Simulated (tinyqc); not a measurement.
Worked calculation: donor near an oxide interface in a gate field (two-state model). Values are carried at full precision from step to step, so a last printed digit may differ when a step is redone from the rounded ones.

Interface at z = 0 (hard wall), donor at z = d, field F pulling electrons to the interface: potential e F z; 1 kV/cm = 1e-5 eV/angstrom, c = hbar^2/2m0, q = e^2/(4 pi eps0), Q = (eps - eo)/(eps + eo). Donor state: E_D = e F d - ED - q Q/(4 eps d), the last term joining the images of ion and electron. Interface state: z exp(-b z/2) exp(-rho^2/(2 L^2)) with E_z = c b^2/(4 mz) + 3 e F/b + q Q b/(8 eps), minimised over b; in the plane at z = 3/b the ion (distance D = d - 3/b) and its image (D' = d + 3/b) give E_rho = c/(mt L^2) - (q/eps)(sqrt(pi)/L)[erfcx(D/L) + Q erfcx(D'/L)], erfcx(x) = exp(x^2) erfc(x), minimised over L. E_I = E_z + E_rho.

Constants: hbar^2/2m0 = 3.80998211 eV angstrom^2; e^2/(4 pi eps0) = 14.39964547 eV angstrom.

Inputs chosen for the exercise (near those of a donor in Si below Si3N4, static dielectric constants; shifted at random, so the results belong to these values and not to a real crystal):
- d = 80 angstrom (depth of the donor)
- ED = 31.6 meV (bulk binding energy)
- mz = 0.914 m0 (mass across the interface)
- mt = 0.188 m0 (mass in the plane)
- eps = 11.5 (dielectric constant of the semiconductor)
- eo = 7.5 (dielectric constant of the oxide)
- F = 55 kV/cm (field in the semiconductor)
- aD = 15.7 angstrom (donor radius)
- v = 0.39 (valley factor)

## The interface state across the interface

Solve c b/(2 mz) - 3 e F/b^2 + q Q/(8 eps) = 0; give Q, b, the three terms of E_z and <z> = 3/b.

Q = 0.2105
b = 0.08753 1/angstrom

kinetic, field and image terms (meV): 7.98  18.85  2.88

<z> = 34.3 angstrom

The image pushes the electron away from the oxide; without it <z> would be 32.4 angstrom.

## Binding in the plane

Give D, D', the best L, both terms and E_rho.

D, D' (angstrom): 45.7  114.3

L = 67.1 angstrom

kinetic and Coulomb terms (meV): 4.50  -19.67

E_rho = -15.17 meV

The bottom of the well lies at -29.7 meV, so the level is 49 % of the way up; L/D = 1.47. Above the critical field the ionised donor would thus still hold its electron as a dot at the interface.

## Where the electron sits

The two states couple by t = t0 exp(-D/aD) with t0 = q/(eps aD) (2 aD/L) sqrt(aD b/2) v, v a valley factor; this form is an estimate. With detuning u = E_D - E_I the splitting is sqrt(u^2 + 4 t^2) and the lower state has weight (1 - u/sqrt(u^2 + 4 t^2))/2 on the donor.

Give E_D, E_I, t, the splitting and the donor weight.

E_D, E_I (meV): 11.58  14.55

t = 0.656 meV
splitting = 3.25 meV
donor weight = 0.958

The electron is on the donor; the contact hyperfine coupling scales with the donor weight. With this t, the tunnelling time pi hbar/(2t) at a crossing would be 1.58 ps (hbar = 6.58212e-16 eV s); here the detuning is 4.54 t.

## Critical field

Find F at which E_D = E_I; compare the rule e F d = ED. The crossing width is 4t/(e D), with t and D formed anew at that field.

critical field = 62.0 kV/cm
ED/(e d) = 39.5 kV/cm
width = 5.1 kV/cm

The confinement energy E_z = 32.1 meV raises the field needed and the attraction E_rho = -14.9 meV lowers it; the result is 1.57 times the simple rule.

## Checks

- E_z without images against 1.5 x 6^(2/3)/2 (c (e F)^2/mz)^(1/3), meV: both 26.75.
- E_rho from the radial equation in the full Coulomb well against the Gaussian trial function, meV: -15.4 against -15.2.

Program tinyqc; command `OMP_NUM_THREADS=1 python tinyqc.py 1251726 1251727 out.jsonl`; about 0.1 s on one thread of a shared Intel(R) Xeon(R) Processor @ 2.30GHz.
